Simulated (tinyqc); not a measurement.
## Trap density from swing and capacitance

Inverse problem. In an MOS structure at one bias the subthreshold swing is S = Vt ln 10 (1 + (Cd + q Dit)/Cox) and 1/C_HF = 1/Cox + 1/Cd, Cox = 3.9 eps0/EOT. Find Cd and Dit.

Values chosen for this exercise:
```
symbol  value  unit                     meaning
T         300     K                 temperature
EOT       6.5    nm  equivalent oxide thickness
```

Constants: q = 1.602176634e-19 C, kB = 1.380649e-23 J/K, Vt = kB T/q, eps0 = 8.8541878128e-14 F/cm where lengths are in cm. Results are converted to the units shown.

S = 65.745563 mV/decade
C_HF = 29.455659 nF/cm^2

Solution. C_HF gives Cd, and the swing gives Cd + q Dit.

Cd = 31.2 nF/cm^2
Dit = 1.52e11 cm^-2 eV^-1

Program tinyqc, `OMP_NUM_THREADS=1 python tinyqc.py 2030137 2030138 out.jsonl`; Intel Xeon 2.30GHz, shared host, one thread, about 0.01 s.
